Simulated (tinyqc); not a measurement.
What moves the carrier density: donors with valley-orbit split 1s states.

Each donor binds at most one electron, in any of its states. For a site s, W_s = sum over its states of g exp(E/kT), and the ionised share is 1/(1 + W_s exp(eta)), eta = (EF - Ec)/kT; n = Nc F_1/2(eta); neutrality n + NA = ND x (mean ionised share); holes are neglected. Nc from N = 2 (m kB T/(4 pi c))^(3/2) with c = hbar^2/2m0, in 1/angstrom^3; times 1e24 for 1/cm^3, m = md. F_j(eta) = (1/Gamma(j + 1)) integral_0^infinity x^j dx/(1 + exp(x - eta)), which tends to exp(eta) for eta << 0.

Mobility (Caughey-Thomas form): mu = mu0 + (mu1 (T/300)^(-ga) - mu0)/(1 + ((ND + NA)/Nr)^de); rho = 1/(e n mu), e = 1.602176634e-19 C.

Constants: hbar^2/2m0 = 3.80998211 eV angstrom^2; kB = 8.617333262e-05 eV/K.

Values chosen for the exercise (near those of Sb in Si; not measured data): md = 1.05 m0 (density-of-states mass of the conduction band); E = (41.5, 31.7, 28.8) meV (binding energies of 1s(A1), 1s(T2), 1s(E)); g = (2, 6, 4) (their degeneracies with spin); ND = 6e+17 1/cm^3 (donors); NA = 5.1e+16 1/cm^3 (compensating acceptors, all ionised); T = 300 K; mu0 = 69 cm^2/(V s) (mobility at heavy doping); mu1 = 1467 cm^2/(V s) (mobility at light doping and 300 K); Nr = 1.1e+17 1/cm^3 (reference doping); de = 0.72 (doping exponent); ga = 2.3 (temperature exponent).

All results formed anew.

One parameter was then changed.

Results before and after:

| case | eta | n (1/cm^3) | rho (ohm cm) |
|---|---|---|---|
| base | -4.372 | 3.392e+17 | 0.04932 |
| changed | -4.476 | 3.531e+17 | 0.04738 |

Which of these changes was made? (a) T = 330 K; (b) ND = 1.2e+18 1/cm^3; (c) Nr = 2.2e+17 1/cm^3; (d) md = 1.155 m0; (e) NA = 1.11e+17 1/cm^3; (f) E = (46.5, 31.7, 28.8) meV.

Answer: (d) md = 1.155 m0. Of the candidates, run in turn, only this one gives the changed row.

All candidates:

| case | eta | n (1/cm^3) | rho (ohm cm) |
|---|---|---|---|
| base | -4.372 | 3.392e+17 | 0.04932 |
| E = (46.5, 31.7, 28.8) meV | -4.387 | 3.345e+17 | 0.05001 |
| md = 1.155 m0 | -4.476 | 3.531e+17 | 0.04738 |
| ND = 1.2e+18 1/cm^3 | -3.841 | 5.756e+17 | 0.03930 |
| NA = 1.11e+17 1/cm^3 | -4.506 | 2.970e+17 | 0.05865 |
| T = 330 K | -4.445 | 3.642e+17 | 0.05523 |
| Nr = 2.2e+17 1/cm^3 | -4.372 | 3.392e+17 | 0.03621 |

Computed by tinyqc, a small Python program: `OMP_NUM_THREADS=1 python tinyqc.py 1650884 1650885 out.jsonl` (the numbers bound the seed that draws the inputs); one thread of a shared host (Intel(R) Xeon(R) Processor @ 2.30GHz), about 0.01 s for the whole set of steps.
